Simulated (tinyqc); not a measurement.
Comparisons within one model: gated graphene: carriers, quantum capacitance and optical conductivity. A value that a table varies takes the place of the one given here.

Cones E = +/- hv |k|, four flavours, D(E) = 2|E|/(pi hv^2). n = (2/pi)(kT/hv)^2 F_1(mu/kT), p = (2/pi)(kT/hv)^2 F_1(-mu/kT), in 1/angstrom^2 (1e16 for 1/cm^2); F_1(eta) = integral_0^infinity x dx/(1 + exp(x - eta)). Cq/e^2 = d(n - p)/d mu = (2 kT/(pi hv^2)) ln(2 + 2 cosh(mu/kT)).

Gate: V = mu/e + e (n - p)/Cox with Cox/e^2 = k/(4 pi e2 t), t in angstrom, e2 = e^2/(4 pi eps0); 1/(eV angstrom^2) in C/e^2 equals 1602.176634 microfarad/cm^2; total 1/C = 1/Cox + 1/Cq.

Conductivity over sigma0 = e^2/(4 hbar): interband Re = sinh(E/2kT)/(cosh(mu/kT) + cosh(E/2kT)); intraband Re = (8 kT/pi) ln(2 cosh(mu/2kT)) Gm/(E^2 + Gm^2). A free sheet absorbs about pi alpha_f Re(sigma/sigma0), alpha_f the fine-structure constant (alpha among the constants).

Constants: kB = 8.617333262e-05 eV/K; e^2/(4 pi eps0) = 14.39964547 eV angstrom; fine-structure constant alpha = 0.007297352564.

Inputs chosen for the exercise (Fermi velocity near that of graphene, gate dielectric near SiO2; not measured data): hv = 6.97 eV angstrom (hbar vF); T = 77 K; k = 3.89 (dielectric constant of the gate layer); t = 285 nm (its thickness); Gm = 20 meV (intraband damping); V = -22.87 V (gate voltage from the neutrality point).

## Gate sweep

Results:
```
V (V)  mu (eV)  n - p (1/cm^2)  n + p (1/cm^2)  Cq (microfarad/cm^2)  C/Cox  Cox V/e (1/cm^2)
0       0.0000               0        9.49e+09                 0.193  0.941                 0
0.69    0.0250        5.02e+10        5.04e+10                 0.531  0.978          5.20e+10
1.8     0.0433        1.33e+11        1.33e+11                 0.910  0.987          1.36e+11
4.6     0.0712        3.42e+11        3.42e+11                  1.49  0.992          3.47e+11
9.1     0.1011        6.79e+11        6.79e+11                  2.12  0.994          6.86e+11
16      0.1346        1.20e+12        1.20e+12                  2.83  0.996          1.21e+12
23      0.1617        1.72e+12        1.72e+12                  3.39  0.996          1.73e+12
34      0.1969        2.55e+12        2.55e+12                  4.13  0.997          2.56e+12
50      0.2390        3.75e+12        3.75e+12                  5.02  0.998          3.77e+12
```

At neutrality n + p = 9.49e+09 1/cm^2 of thermal carriers remain and C/Cox = 0.941; at the last row C/Cox = 0.998 and the plain capacitor rule overstates n - p by 0.5 %. Between the last two rows mu goes as V^0.50; for |mu| well above kT the limits are 1/2 where Cox is small against Cq and 1 where it is large.

## Absorption spectrum

mu = -0.16124 eV

Results:
```
E (eV)  interband  intraband  absorption (%)
0.032      0.0000     2.8834           6.610
0.064      0.0000     0.9132           2.094
0.113      0.0000     0.3118           0.715
0.161      0.0000     0.1560           0.358
0.226      0.0007     0.0798           0.184
0.274      0.0253     0.0544           0.183
0.322      0.4910     0.0394           1.216
0.371      0.9748     0.0297           2.303
0.419      0.9993     0.0233           2.344
0.516      1.0000     0.0154           2.328
0.645      1.0000     0.0099           2.315
0.967      1.0000     0.0044           2.303
```

The edge lies at 2|mu| = 0.322 eV and, for |mu| above about 3 kT (here 24.3), rises from 10 % to 90 % over about 8.8 kT = 0.058 eV. The absorption is lowest, 0.183 %, at 0.274 eV of those listed, between the Drude tail and the edge; at the last row it is 2.303 % against pi alpha_f = 2.293 %. The thin-sheet formula fails where the absorption is large, and trigonal warping matters above about 1.5 eV.

## What moves the Fermi level

All results formed anew. Each row changes one parameter from the base and keeps the others.

Results:
```
case                   mu (eV)  n - p (1/cm^2)   C/Cox
base                   -0.1612      -1.713e+12  0.9964
V = -29.731 V          -0.1840      -2.229e+12  0.9969
t = 199.5 nm           -0.1927      -2.444e+12  0.9958
k = 4.67               -0.1767      -2.055e+12  0.9961
hv = 7.67 eV angstrom  -0.1775      -1.712e+12  0.9961
T = 177 K              -0.1593      -1.713e+12  0.9964
```

The largest shifts from the base row, up to three for each result and ties (the steps differ in size, so this ranks the rows, not the parameters). mu (eV): t -0.0315, V -0.0228, hv -0.0162. n - p (1/cm^2): t -7.31e+11, V -5.16e+11, k -3.42e+11; unchanged at the printed digits by T. C/Cox: t -0.0007, V +0.0004, hv -0.0004; unchanged at the printed digits by T.

Computed by tinyqc, a small Python program: `OMP_NUM_THREADS=1 python tinyqc.py 1651299 1651300 out.jsonl` (the numbers bound the seed that draws the inputs); one thread of a shared host (Intel(R) Xeon(R) Processor @ 2.30GHz), about 0.01 s for the whole set of steps.
